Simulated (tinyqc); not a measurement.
# From polar-phonon mobility back to optical phonon energy hbar w

Model: electron mobility of a polar semiconductor by Rode's iterative solution of the Boltzmann equation. Computed by tinyqc, a small Python program. Command: `OMP_NUM_THREADS=1 python tinyqc.py 3020165 3020166 out.jsonl rode inv`. One thread of a shared host (Intel(R) Xeon(R) Processor @ 2.30GHz), about 0.07 s of CPU time with the checks.

The distribution is f(E) + e F l(E) (-df/dE) cos(theta) for a weak field F, theta counted from the force; l(E) is a mean free path. Elastic processes enter by their momentum rate, polar optical phonons by out- and in-scattering terms. One valley only: where upper valleys lie close, measured mobilities are lower. The density n is prescribed, even where a narrow-gap material would have more intrinsic carriers.

Inputs (values chosen for the exercise, for a model polar semiconductor): effective mass m = 0.055 m_0; static permittivity eps_s = 12.8; high-frequency permittivity eps_inf = 11; density rho = 4620 kg/m^3; sound velocity v_l = 7520 m/s; acoustic deformation potential D_A = 8.9 eV; piezoelectric coupling K = 0.076; electron density n = 1.2e+18 1/cm^3; compensation ratio C = 0; temperature T = 150 K; grid points per phonon energy s = 10; iteration cap = 200.

Band: parabolic. Elastic processes: acoustic, piezoelectric, impurity.

Constants: k_B = 8.617333262e-05 eV/K; m_0 = 9.1093837015e-31 kg; e = 1.602176634e-19 C; hbar = 1.054571817e-34 J s; eps_0 = 8.8541878128e-12 F/m; k_B = 1.380649e-23 J/K; hbar = 6.582119569e-16 eV s.

Method:
- Parabolic band: E = hbar^2 k^2/(2 m), speed v = hbar k/m, states per spin, volume and energy g(E) = m k/(2 pi^2 hbar^2). Masses are multiplied by m_0 and all formulas are in SI units.
- The reduced Fermi level eta = E_F/(k_B T) solves n = 2 Z int g f dE with f = 1/(1 + exp(x - eta)) (Z = 1 unless valleys are given); screening length L_s = sqrt(eps_s eps_0 k_B T/(e^2 dn/deta)), dn/deta = 2 Z int g f (1 - f) dE.
- Integrals over x = E/(k_B T) use 160 Gauss-Legendre points in u = sqrt(x) from 0 to sqrt(max(eta, 0) + 32).
- N_I = n (1 + C)/(1 - C).
- Phonon occupation N_q = 1/(exp(hbar w/(k_B T)) - 1).
- Acoustic deformation potential (elastic, equipartition, absorption and emission together): 1/tau = 2 pi k_B T D_A^2 g(E)/(hbar rho v_l^2).
- Piezoelectric (elastic, unscreened, momentum relaxation): 1/tau = e^2 K^2 k_B T m (1 + 2 alpha E)/(2 pi eps_s eps_0 hbar^3 k), with alpha = 0 for a parabolic band.
- Singly charged impurities, momentum relaxation: 1/tau = N_I e^4 m (1 + 2 alpha E) Phi/(8 pi (eps_s eps_0)^2 hbar^3 k^3), with alpha = 0 for a parabolic band.
- Brooks-Herring: Phi = ln(1 + b) - b/(1 + b), b = 4 k^2 L_s^2.
- Polar optical, unscreened: W = e^2 w (1/eps_inf - 1/eps_s) m (1 + 2 alpha E') ln|(k + k')/(k - k')| / (4 pi eps_0 hbar^2 k), times N_q for absorption (E' = E + hbar w) and N_q + 1 for emission (E' = E - hbar w > 0), with alpha = 0 for a parabolic band; mean cosine of the angle <cos> = (k^2 + k'^2)/(2 k k') - 1/ln|(k + k')/(k - k')|.
- Energy grid E_j = (j + 1/2) hbar w/s, j = 0, 1, ..., up to (max(eta, 0) + 18) k_B T, so that E_j +/- hbar w are grid points; l = 0 beyond the grid; integrals are sums times the spacing.
- With f' = f(E'): out-scattering S_o = sum over absorption and emission of W (1 - f')/(1 - f); nu = sum of elastic rates; the in-scattering weights are c+ = W_abs <cos> (1 - f')/(1 - f) for E' = E + hbar w and c- likewise for emission.
- Iteration: l_new(E) = [v(E) + c+ l(E + hbar w) + c- l(E - hbar w)]/(nu + S_o), from l = 0.
- mu = e sum g v l f (1 - f) / (3 k_B T sum g f) over the grid; stop when mu changes by less than 1e-8 of itself.
- Self-energy RTA: l = v/(nu + S_o), the first iteration. Momentum RTA: l = v/(nu + S_o - c+ v(E + hbar w)/v - c- v(E - hbar w)/v), listed only where the denominator is positive on the whole grid. The polar-only value solves the same system with nu = 0; the elastic value takes l = v/nu.

Question. A run gave the result below. Find the optical phonon energy hbar w, known to lie between 63 and 150 meV.

polar-phonon mobility = 710823.2 cm^2/(V s)

Answer.

Each step takes the trial c = (a f_b - b f_a)/(f_b - f_a), f being the result less the target and a, b, c the logarithms of the listed values; c replaces end b, the old b replaces a if the sign of f changed, and otherwise f_a is halved.

Scan of the range:
```
optical phonon energy hbar w (meV)  polar-phonon mobility (cm^2/(V s))
63.0                                                       1.84633e+05
72.8                                                       3.89785e+05
84.1                                                       1.04939e+06
97.2                                                       3.47523e+06
112.0                                                      1.22668e+07
130.0                                                      4.96655e+07
150.0                                                      2.18732e+08
```

False position (Illinois rule, in the logarithm of the input) inside the bracket:
```
step    end a    end b    trial  polar-phonon mobility (cm^2/(V s))
1     72.8000  84.1000  78.0964                              611958
2     84.1000  78.0964  79.4147                              687485
3     84.1000  79.4147  79.9681                              722201
4     79.4147  79.9681  79.7863                              710590
5     79.9681  79.7863  79.7900                              710821
6     79.9681  79.7900  79.7900                              710825
7     79.7900  79.7900  79.7900                              710823
```

Polar-phonon mobility rises at every point of a 13-point scan of the range (every second point is shown), so one value fits; it is bracketed by 72.8 and 84.1. Answer: optical phonon energy hbar w = 79.79 meV.

Caution: the gas is degenerate, and screening of the polar coupling, left out here, would raise the mobility.
